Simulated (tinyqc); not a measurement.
From one set of inputs to another, one input at a time: single-band model of a thermoelectric material. Computed by tinyqc, a small Python program. Command: `OMP_NUM_THREADS=1 python tinyqc.py 3027586 3027587 out.jsonl thermo ladder`. One thread of a shared host (Intel(R) Xeon(R) Processor @ 2.30GHz), about 0.02 s of CPU time with the checks.

One spherical band, one scattering law, no minority carriers and no phonon drag. In a real material minority carriers limit |S| to about E_g/(2 e T), so larger values are formal. eta = E_F/(k_B T) is counted from the band edge; f = 1/(1 + exp(x - eta)).

The inputs printed are set A. Inputs not listed in the table keep their values of set A, so the rows need not describe a real material.

Inputs (values chosen for the exercise, for a model material): density-of-states mass m = 1.5 m_0; non-parabolicity alpha = 5.2 1/eV; mobility parameter mu_300 = 670 cm^2/(V s); temperature exponent p = 1.5; lattice thermal conductivity kappa_L = 0.99 W/(m K); carrier density n = 3.7e+19 1/cm^3; temperature T = 290 K.

Band: Kane. Scattering: acoustic phonons, r = -0.5.

Constants: m_0 = 9.1093837015e-31 kg; k_B = 1.380649e-23 J/K; hbar = 1.054571817e-34 J s; k_B = 8.617333262e-05 eV/K; e = 1.602176634e-19 C.

Method:
- With x = E/(k_B T), a = alpha k_B T (0 for a parabolic band), G = x (1 + a x), D = 1 + 2 a x and <y> = int y f (1 - f) dx, f = 1/(1 + exp(x - eta)): tau = tau_0 G^r/D; transport function s = G^(3/2 + r)/D^2; n = N_0 <G^(3/2)> with N_0 = (2 m k_B T)^(3/2)/(3 pi^2 hbar^3).
- Integrals over x = E/(k_B T) use 160 Gauss-Legendre points in u = sqrt(x) from 0 to sqrt(max(eta, 0) + 32).
- Solve for eta.
- sigma = e mu_0 N_0 <s> with mu_0 = e tau_0/m = mu_300 (T/300 K)^(-p); |S| = (k_B/e)(<x s>/<s> - eta); Lorenz number L = (k_B/e)^2 (<x^2 s>/<s> - (<x s>/<s>)^2); kappa_e = L sigma T; zT = S^2 sigma T/(kappa_L + kappa_e).
- Hall factor r_H = <G^(3/2)> <G^(3/2 + 2r)/D^4>/<s>^2; drift mobility sigma/(n e) with n = N_0 <G^(3/2)>; power factor S^2 sigma.

Each row keeps all changes above it:
```
input moved                                        from       to  Seebeck coefficient |S| (microvolt/K)  conductivity sigma (S/cm)      zT
set A                                                 -        -                                 199.60                     1029.0  0.8880
temperature T (K)                                   290      780                                 350.28                       96.7  0.8730
density-of-states mass m (m_0)                      1.5     0.95                                 292.56                       93.6  0.5902
non-parabolicity alpha (1/eV)                       5.2     0.85                                 257.70                      411.0  1.5275
carrier density n (1/cm^3)                      3.7e+19  6.6e+18                                 402.94                       77.8  0.9262
mobility parameter mu_300 (cm^2/(V s))              670      260                                 402.94                       30.2  0.3753
lattice thermal conductivity kappa_L (W/(m K))     0.99     0.62                                 402.94                       30.2  0.5894
```

Where does the difference come from?

Seebeck coefficient |S| goes from 200 to 403, a factor 2.02 in all. The largest single move comes from temperature T (a factor 1.75), and density-of-states mass m works against it (a factor 0.835). Conductivity sigma goes from 1030 to 30.2, a factor 0.0293 in all. The largest single move comes from temperature T (a factor 0.0940), and non-parabolicity alpha works against it (a factor 4.39). zT goes from 0.888 to 0.589, a factor 0.664 in all. The largest single move comes from non-parabolicity alpha (a factor 2.59), but it runs against the net change; the largest move in the direction of the net change is mobility parameter mu_300 (a factor 0.405). The single moves hold for this order of the switches; the total does not depend on the order.

Extremes, crossings and ranges named in words are read from the listed rows.
